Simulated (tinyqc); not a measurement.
Charge-trap memory cell: two steps of the calculation.

Channel, tunnel oxide, storage layer, blocking layer, gate. N electrons per area sit in a sheet at the centroid and shift the threshold by U = (q/eps0) N (tb/eb + xc tn/en). EOT = t1 + 3.9 (tn/en + tb/eb); tunnel field F = (Vg - U)/EOT; dN/dt = eta (J/q)(1 - N/Nm). Fowler-Nordheim: J = A F^2 exp(-B/F), A = q^2/(16 pi^2 hbar mo phi) (times 1e14 for A/cm^2 with F in V/nm, emitter mass m0), B = (4/3) sqrt(mo/C) phi^1.5, C = hbar^2/(2 m0).

Inputs (values chosen for the exercise); oxide values close to those of silicon dioxide, storage layer close to silicon nitride, blocking layer close to silicon dioxide: tunnel barrier phi = 3.04 eV; tunnelling mass mo = 0.42 m0; tunnel oxide (permittivity 3.9) t1 = 3.9 nm; storage layer tn = 6.3 nm; its relative permittivity en = 7.2; blocking layer tb = 5.2 nm; its relative permittivity eb = 3.9; charge centroid, share of tn counted from the blocking side xc = 0.4; capture efficiency of an empty layer eta = 0.8; trap density Nm = 2.3e13 cm^-2; gate voltage less flat band and surface potential Vg = 14.1 V; first time step d0 = 6.6e-7 s; growth of the step gr = 1.6; steps n = 8.

Constants: q = 1.602176634e-19 C, hbar = 1.054571817e-34 J s, m0 = 9.1093837015e-31 kg, eps0 = 8.8541878128e-14 F/cm where lengths are in cm, hbar^2/(2 m0) = 0.0380998212 eV nm^2. Results are converted to the units shown.

Task 1. Constants of the stack. EOT, the shift for 1e12 electrons per cm^2, the shift with all traps full, and the starting field, current and rate.

Give: EOT; shift for 1e12 cm^-2; shift with all traps full; F(0); J(0); dN/dt at the start.

Result 1.

EOT = 12.512 nm
shift for 1e12 cm^-2 = 0.30460 V
shift with all traps full = 7.0058 V
F(0) = 1.1269 V/nm
J(0) = 0.13879 A/cm^2
dN/dt at the start = 6.9302e17 cm^-2 s^-1

Task 2. Midpoint steps of growing length. N(half) = N + (d/2) r(N), N(new) = N + d r(N(half)), r = dN/dt; the step starts at d0 and is multiplied by gr each time. Field in the blocking layer (3.9 F + q N/eps0)/eb.

Wanted: t; N; U; F; blocking field.

Result 2.

t, step 0 to 8 (s): [0, 6.6000e-7, 1.7160e-6, 3.4056e-6, 6.1090e-6, 1.0434e-5, 1.7355e-5, 2.8428e-5, 4.6145e-5]
N, step 0 to 8 (cm^-2): [0, 4.0434e11, 9.0471e11, 1.4890e12, 2.1373e12, 2.8279e12, 3.5417e12, 4.2636e12, 4.9832e12]
U, step 0 to 8 (V): [0.0000, 0.1232, 0.2756, 0.4536, 0.6510, 0.8614, 1.0788, 1.2987, 1.5179]
F, step 0 to 8 (V/nm): [1.1269, 1.1170, 1.1048, 1.0906, 1.0748, 1.0580, 1.0407, 1.0231, 1.0056]
blocking field, step 0 to 8 (V/nm): [1.1269, 1.1358, 1.1468, 1.1597, 1.1740, 1.1892, 1.2050, 1.2209, 1.2368]

Range of the model: The Fowler-Nordheim form needs F t1 above phi; trap-assisted paths and leakage through the blocking layer are left out.

Computed by the program tinyqc: `OMP_NUM_THREADS=1 python tinyqc.py 2130065 2130066 out.jsonl`, one thread of a shared Intel Xeon 2.30GHz, about 0.06 s for the whole run.
